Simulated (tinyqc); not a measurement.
All together: low-temperature mobility of a two-dimensional electron gas with static screening. Computed by tinyqc, a small Python program. Command: `OMP_NUM_THREADS=1 python tinyqc.py 3009940 3009941 out.jsonl twodeg walk`. One thread of a shared host (Intel(R) Xeon(R) Processor @ 2.30GHz), about 0.01 s of CPU time with the checks.

One subband is filled, the gas is degenerate and scatters at the Fermi circle; one permittivity serves on both sides of the interface. All formulas are in SI units, masses times m_0. Piezoelectric and polar phonons are left out, and n_s is taken as set by a gate, independent of N_i.

Inputs (values chosen for the exercise, modelled on a strained silicon well):
```
quantity                                        value    unit
in-plane mass m                                 0.193     m_0
mass across the layer m_z                       0.946     m_0
permittivity eps                                 11.5       -
valley degeneracy g_v                               2       -
sheet density n_s                             1.2e+13  1/cm^2
depletion charge N_d                          6.6e+10  1/cm^2
roughness height Delta                           0.42      nm
correlation length Lambda                         4.9      nm
remote charge density N_i                     2.6e+10  1/cm^2
distance d of the charges from the interface      5.2      nm
density rho                                      2329  kg/m^3
sound velocity v_l                               9130     m/s
deformation potential D_A                         8.2      eV
temperature T                                     4.2       K
```

Wave function: Fang-Howard. Roughness spectrum: exponential.

Constants: m_0 = 9.1093837015e-31 kg; e = 1.602176634e-19 C; eps_0 = 8.8541878128e-12 F/m; hbar = 1.054571817e-34 J s; k_B = 1.380649e-23 J/K.

Method:
- k_F = sqrt(2 pi n_s/g_v); E_F = hbar^2 k_F^2/(2 m); q_TF = g_v m e^2/(2 pi eps eps_0 hbar^2); Fang-Howard parameter b = [12 m_z e^2 (N_d + 11 n_s/32)/(eps eps_0 hbar^2)]^(1/3), mean depth 3/b; effective field F = e (N_d + n_s/2)/(eps eps_0).
- Form factors with u = q/b: screening G(q) = [1 + 9u/8 + 3u^2/8]/(1 + u)^3, remote charge P(q) = exp(-q d)/(1 + u)^3. Dielectric function eps(q) = 1 + q_TF G(q)/q, with q = 2 k_F sin(theta/2).
- Roughness: <|U|^2> = (e F)^2 S(q), S = pi Delta^2 Lambda^2/(1 + q^2 Lambda^2/2)^(3/2).
- 1/tau_t = (m/(pi hbar^3)) int_0^pi (1 - cos theta) <|U|^2>/eps(q)^2 dtheta; the quantum rate 1/tau_q drops the factor (1 - cos theta); 200 Gauss-Legendre points in s with theta = pi s^2, s from 0 to 1; mu = e tau_t/m.
- Remote charges: <|U|^2> = N_i [e^2 P(q)/(2 eps eps_0 q)]^2.
- Unscreened deformation potential in equipartition: 1/tau = m D_A^2 k_B T I/(rho v_l^2 hbar^3), I = int |psi|^4 dz = 3 b/16 for the Fang-Howard function (used for both wave-function options); mu = e tau/m. Bloch-Grueneisen temperature T_BG = 2 hbar v_l k_F/k_B.
- At the Fermi circle the rates add, so 1/mu is the sum; sheet resistance 1/(n_s e mu); mean free path hbar k_F mu/e; the quantum time adds the rates 1/tau_q, with the isotropic acoustic rate e/(m mu).

roughness mobility = 2520.34 cm^2/(V s)

remote-charge mobility = 3.83022e+07 cm^2/(V s)

acoustic mobility = 293635 cm^2/(V s)

k_F = 0.613996 1/nm

tau_q, roughness = 0.218258 ps

tau_q, charges = 65.4388 ps

Mobilities:
```
process           mu (cm^2/(V s))  share of 1/mu (%)
roughness                  2520.3             99.143
remote charges         3.8302e+07          0.0065237
acoustic phonons       2.9364e+05            0.85096
```

mobility mu = 2498.7 cm^2/(V s)

sheet resistance = 208.16 ohm

mean free path = 100.98 nm

Dingle ratio tau_t/tau_q = 1.2690

The largest single share of 1/mu (99 %) belongs to roughness: the field presses the gas against the interface, and the rate goes as F^2. The Dingle ratio of 1.27 marks mostly large-angle scattering. Caution: T is below the Bloch-Grueneisen temperature T_BG, so equipartition fails: the acoustic mobility is only a lower bound and the acoustic share of 1/mu is overstated.

Extremes, crossings and ranges named in words are read from the listed rows.
